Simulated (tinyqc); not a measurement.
The decay curve: photoconductance decay in a wafer: bulk and surface recombination modes, and iron detection by pair splitting. Computed by tinyqc, a small Python program. Command: `OMP_NUM_THREADS=1 python tinyqc.py 3113655 3113656 out.jsonl pcd walk`. One thread of a shared host (Intel(R) Xeon(R) Processor @ 2.30GHz), about 0.01 s of CPU time with the checks.

Both faces of the wafer have the same S; injection is low and all coefficients are constant. x runs from -W/2 to W/2.

Inputs (values chosen for the exercise, modelled on p-type silicon): thickness W = 725 micrometre; diffusivity D = 23.1 cm^2/s; bulk lifetime tau_b without iron = 27 microsecond; surface recombination velocity S = 14000 cm/s; absorption coefficient alpha = 1400 1/cm.

Method:
- Even modes cos(a x) obey b tan b = S W/(2 D) with b = a W/2, odd modes sin(a x) obey -b cot b = S W/(2 D); each decays at the rate 1/tau_b + D a^2.
- tau_eff is the decay time of the first mode. The surface time is 1/(D a^2) of that mode; shortcuts for it are W/(2 S), W^2/(pi^2 D) and their sum, whose error is sum/surface time - 1.
- Light from one face makes n(x, 0) proportional to exp(-alpha (x + W/2)). Only even modes carry the thickness average: weight c_n = [sin b/b] int n cos(a x) dx / (int cos^2(a x) dx x mean n), with int exp(-alpha (x + W/2)) cos(a x) dx = [alpha cos b (1 - E) + a sin b (1 + E)]/(alpha^2 + a^2), E = exp(-alpha W), and int cos^2 = W/2 + sin(2 b)/(2 a).
- Mean density = sum_n c_n exp(-t/tau_n) over 60 modes; the local decay time is -1/(d ln n/dt).

W^2/(pi^2 D) = 23.0550 microsecond

tau_eff = 13.0340 microsecond

Decay:
```
t / (W^2/(pi^2 D))  t (microsecond)  mean density/start  local decay time (microsecond)
0.02                          0.461             0.35626                           1.102
0.05                          1.153             0.23457                           2.336
0.10                          2.305             0.16309                           4.129
0.20                          4.611             0.10736                           7.023
0.50                         11.527             0.05251                          11.854
1.00                         23.055             0.02118                          13.000
2.00                         46.110             0.00361                          13.034
```

What follows from these numbers?

The local decay time goes from 1.10 to 13.0 microsecond against tau_eff = 13.0. Early on higher modes speed the decay, so a fit must start late.
